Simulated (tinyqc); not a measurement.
Chemical-mechanical planarisation: Preston law, pattern density and step-height reduction: one step, computed by the program tinyqc.

A row of 8 cells, repeated periodically, holds raised features that cover a share rho of each cell.

Question. State at time t. While h > h_c only raised areas polish, at R0/rho_eff, until t_c = rho_eff (h0 - h_c)/R0. After that h = h_c exp(-(t - t_c)/tau), tau = rho_eff h_c/R0; low areas polish at R0 (1 - h/h_c) and raised areas at R0 [1 + (1 - rho_eff) h/(rho_eff h_c)]. Removed from raised areas after t_c: h0 - h_c + R0 (t - t_c) + (1 - rho_eff)(h_c - h); from low areas: R0 (t - t_c) - rho_eff (h_c - h). Film left = z0 less the removal from raised areas.

Inputs (values chosen for the exercise, close to those used for copper polishing): initial step height h0 = 640 nm; contact height h_c = 200 nm; film above the raised areas z0 = 1400 nm; polish time t = 130 s.

effective densities: [0.1940266, 0.1271453, 0.1905589, 0.4360034, 0.6164576, 0.7275938, 0.6199252, 0.3382891]

blanket rate R0 = 3.565498 nm/s

Give: Cells; range of film left across the row; largest remaining step; thinnest film left.

Answer.

Cells:
```
cell  rho_eff  t_c (s)  step h (nm)  removed, raised (nm)  removed, low (nm)  film left on raised areas (nm)
1      0.1940    23.94         0.01                   979              339.3                           420.7
2      0.1271    15.69         0.00                  1022              382.1                           377.9
3      0.1906    23.52         0.01                   982              341.6                           418.5
4      0.4360    53.80         8.87                   819              188.3                           580.5
5      0.6165    76.07        42.05                   693               94.9                           707.1
6      0.7276    89.79        74.67                   618               52.2                           782.5
7      0.6199    76.50        42.94                   690               93.4                           709.6
8      0.3383    41.75         1.91                   886              247.7                           514.3
```

range of film left across the row = 404.6 nm

largest remaining step = 74.67 nm

thinnest film left = 377.9 nm

8 of 8 cells have reached contact. The cell with the lowest rho_eff has lost the most film from its raised areas.
